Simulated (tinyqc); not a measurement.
Worked calculation: surface photovoltage measurement of the minority-carrier diffusion length in a wafer. Computed by tinyqc, a small Python program that keeps every step. Command: `OMP_NUM_THREADS=1 python tinyqc.py 3130509 3130510 out.jsonl spv walk`. One thread of a shared host (Intel(R) Xeon(R) Processor @ 2.30GHz), about 0.01 s of CPU time with the checks. Intermediate numbers are printed to about 7 digits and carried at full precision; extremes and crossings named in words are read from the listed rows.

Low injection, steady light, a depletion layer much thinner than 1/alpha and L. The excess density dn is taken at the front edge of the neutral region; light that reaches the back is lost.

Inputs (values chosen for the exercise, modelled on p-type silicon at room temperature):
```
quantity                                              value               unit
diffusion length L                                      140         micrometre
wafer thickness W                                       625         micrometre
diffusivity D                                            33             cm^2/s
front recombination velocity S_f                       7800               cm/s
back recombination velocity S_b                       52000               cm/s
photon flux entering                                6.3e+13         1/(cm^2 s)
minority density at the surface barrier scale n_0   6.4e+09             1/cm^3
temperature T                                           298                  K
wavelength                                              900                 nm
relative noise of each reading                          0.5                  %
diffusion length after pair splitting over L           0.82                  -
iron factor C                                      1.08e+16  micrometre^2/cm^3
```

Constants: k_B = 8.617333262e-05 eV/K.

## One wavelength

alpha = (84.732/lambda - 76.417)^2 per cm with lambda in micrometre (an empirical fit for silicon between 0.7 and 1.05 micrometre). Thick wafer: dn = Phi L/((S_f + D/L)(L + 1/alpha)). Finite wafer, with s = S_b L/D, w = W/L, a = alpha L: dn = [Phi a/(a^2 - 1)] [a - B - exp(-alpha W)(a - s)/(cosh w + s sinh w)]/(S_f + B D/L), B = (sinh w + s cosh w)/(cosh w + s sinh w). Photovoltage V = (k_B T/e) ln(1 + dn/n_0). Lifetime = L^2/D.

alpha = 314.3411 1/cm

penetration depth 1/alpha = 31.81258 micrometre

dn, thick wafer = 5.054080e+09 1/cm^3

B = 1.000242

dn, finite wafer = 5.053436e+09 1/cm^3

photovoltage V = 14.94535 mV

lifetime = 5.939394 microsecond

Caution: dn is not small against n_0, so V is not linear in the flux; the constant-flux reading then needs dn, not V.

## The linear plot

normal deviates g for the noise: 0.40  -0.37  0.71  0.15  0.04  -1.22  1.03

Readings y = (Phi/dn) (1 + noise x g) at 780, 830, 880, 920, 950, 975 and 995 nm; a least-squares line y = c (1/alpha + L_app) gives L_app = intercept/slope.

Readings:
```
lambda (nm)  1/alpha (micrometre)  y (cm/s)  line (cm/s)
780                        9.6364  10878.80     10853.51
830                       15.1760  11238.31     11257.41
880                       25.3298  12038.75     11997.75
920                       40.6576  13118.76     13115.33
950                       61.2783  14609.43     14618.84
975                       90.9173  16658.84     16779.88
995                      130.8877  19774.04     19694.21
```

slope = 72.91223 cm/(s micrometre)

apparent length L_app = 139.2208 micrometre

error of L_app (rounded to 0.001) = -0.557 %

Without noise the error would be -0.2 %, from the finite thickness at W/L = 4.5. S_f scales all readings alike and leaves L_app unchanged.

## Where the wafer is too thin

No noise; L is varied at fixed W, and the last two columns set S_b to 0 and to 1e7 cm/s.

Apparent length (micrometre):
```
L            W/L  given S_b   S_b = 0  S_b = 1e7
31.2    20.03205    31.2000    31.200    31.2000
62.5    10.00000    62.4998    62.500    62.4998
125.0    5.00000   124.8668   125.115   124.8542
188.0    3.32447   185.8448   190.024   185.7059
312.0    2.00321   286.5033   338.142   285.5371
500.0    1.25000   378.7580   647.187   376.1316
812.0    0.76970   442.5618  1396.394   438.2369
1310.0   0.47710   474.2870  3034.829   468.9467
2500.0   0.25000   490.5703  7352.900   484.6645
```

With a fast back surface L_app levels off, at 485 micrometre in the last row; with a passive one it reaches up to 2.94 times L among these rows and is 7350 in the last. All three columns are within 5 % of L down to W/L = 3.3.

## Iron from two lengths

Splitting iron-boron pairs in boron-doped silicon shortens L; with nothing else changing, [Fe] = C (1/L_after^2 - 1/L^2). It is evaluated with the true lengths and with the apparent ones (without noise), which differ when the wafer is not thick against L.

L_after = 114.8 micrometre

[Fe] from the true lengths = 2.684626e+11 1/cm^3

[Fe] from the apparent lengths = 2.669566e+11 1/cm^3

bias, apparent over true less 1 (rounded to 0.001) = -0.561 %

Checks made by the program: dn against a finite-difference solution (relative difference 3e-06).
